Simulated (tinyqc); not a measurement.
Thermal stress and diffusional relaxation in a metal film: Coble and Nabarro-Herring creep, cooling and holds: one step, computed by the program tinyqc. Command: `OMP_NUM_THREADS=1 python tinyqc.py 3013149 3013150 out.jsonl creep walk`. One thread of a shared host (Intel(R) Xeon(R) Processor @ 2.30GHz), about 0.04 s of CPU time with the checks.

A thin film on a rigid substrate is stress-free at T0. Tension is positive and the film creeps linearly: d sigma/dt = -M (mismatch) dT/dt - sigma/tau.

Task: Stress after cooling to room temperature. Creep rate per stress: Nabarro-Herring 14 D Omega/(k_B T d^2), Coble (14 pi) delta D_b Omega/(k_B T d^3), with D = D0 exp(-E/(k_B T)), delta D_b = (delta D_b)0 exp(-E_b/(k_B T)); 1/tau = M x (sum of both)/2 (biaxial strain rate is half the uniaxial one). Temperatures in kelvin are T(C) + 273.15. Cooling from T0 at the constant rate: d sigma/dT = -slope + sigma/(tau(T) x rate), integrated to 25 C (stiff solver, tolerance 1e-9). Effective stress-free temperature T_eff = 25 C + sigma/slope.

Inputs (values chosen for the exercise, modelled on copper films on silicon):

| quantity | value | unit |
|---|---|---|
| biaxial modulus M | 186 | GPa |
| atomic volume Omega | 11.8 | angstrom^3 |
| lattice prefactor D0 | 2.4e-05 | m^2/s |
| lattice energy E | 2.05 | eV |
| boundary prefactor (delta D_b)0 | 6.4e-15 | m^3/s |
| boundary energy E_b | 1.07 | eV |
| grain size d | 0.77 | um |
| stress-free temperature T0 | 450 | C |
| hold temperature T | 140 | C |
| cooling rate | 5 | C/min |
| yield stress | 570 | MPa |

thermoelastic slope = 2.6226 MPa/K

Constants: k_B = 1.380649e-23 J/K; k_B = 8.617333262e-05 eV/K.

Give: stress at 25 C; effective stress-free temperature.

Result:

stress at 25 C = 553.5 MPa

effective stress-free temperature = 236.1 C

Creep during cooling removes 50.3 % of the elastic value. Caution: the elastic stress exceeds the yield stress, so dislocation glide would cap it first. Caution: bulk creep laws overstate relaxation in a bonded film, and dislocation glide would cap stresses above the yield stress.
